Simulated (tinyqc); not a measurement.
# Current crowding under a contact, resistor ladder against the transmission-line model: what changes with what

A metal contact of length d and width W on a thin layer of the same width. The metal has no resistance, the sheet resistance under it equals Rsh, and current enters the layer at the front edge x = 0.

Values chosen for this exercise:
- Rsh = 1300 ohm/sq (sheet resistance of the semiconductor layer)
- rc = 3.9e-8 ohm cm^2 (specific contact resistivity)
- d = 0.0088 um (contact length)
- W = 9.9 um (contact width)

Each table varies one quantity; the others keep the values above.

## Effect of the sheet resistance

Transfer length Lt = sqrt(rc/Rsh); front resistance Rc = (Rsh Lt/W) coth(d/Lt); end resistance Re = (Rsh Lt/W)/sinh(d/Lt).

Effect of the sheet resistance:

| Rsh (ohm/sq) | Lt (um) | d/Lt | Rc W (ohm um) | Re W (ohm um) |
|---|---|---|---|---|
| 41 | 0.3084 | 0.02853 | 443.3 | 443.1 |
| 97 | 0.2005 | 0.04389 | 443.5 | 443.0 |
| 230 | 0.1302 | 0.06758 | 443.9 | 442.8 |
| 530 | 0.08578 | 0.1026 | 444.7 | 442.4 |
| 1200 | 0.05701 | 0.1544 | 446.7 | 441.4 |
| 2900 | 0.03667 | 0.2400 | 451.7 | 439.0 |
| 6900 | 0.02377 | 0.3701 | 463.2 | 433.2 |
| 16000 | 0.01561 | 0.5637 | 489.2 | 420.6 |
| 38000 | 0.01013 | 0.8686 | 549.4 | 392.0 |

Read the table: what changes, and by how much?

Rc W rises from 443 to 549 ohm um while Re W falls from 443 to 392 ohm um; for Rsh going to zero both tend to rc/d = 443 ohm um. A larger Rsh shortens Lt and crowds the current to the front edge. In 2 of the 9 rows Lt is below 20 nm, near the thickness of a real layer, where current spreads in depth and the line model fails.

## Effect of the contact resistivity

Same model as above.

Effect of the contact resistivity:

| rc (ohm cm^2) | Lt (um) | d/Lt | Rc W (ohm um) |
|---|---|---|---|
| 8.7e-10 | 0.008181 | 1.076 | 13.43 |
| 2.5e-9 | 0.01387 | 0.6346 | 32.12 |
| 7.3e-9 | 0.02370 | 0.3714 | 86.73 |
| 2.1e-8 | 0.04019 | 0.2189 | 242.4 |
| 6.1e-8 | 0.06850 | 0.1285 | 697.0 |
| 1.7e-7 | 0.1144 | 0.07695 | 1936 |
| 5e-7 | 0.1961 | 0.04487 | 5686 |
| 1.5e-6 | 0.3397 | 0.02591 | 1.705e4 |

What does the table show?

Rc W rises from 13.4 to 17000 ohm um, as rc^(0.83) between the first two rows (d/Lt = 1.1) and rc^(1.00) between the last two (d/Lt = 0.026); a long contact gives the power 1/2 and a short one 1. In 2 of the 8 rows Lt is below 20 nm, near the thickness of a real layer, where current spreads in depth and the line model fails.

Numbers from tinyqc (`OMP_NUM_THREADS=1 python tinyqc.py 2760016 2760017 out.jsonl`; about 0.01 s on one thread of a shared Intel Xeon 2.30GHz).
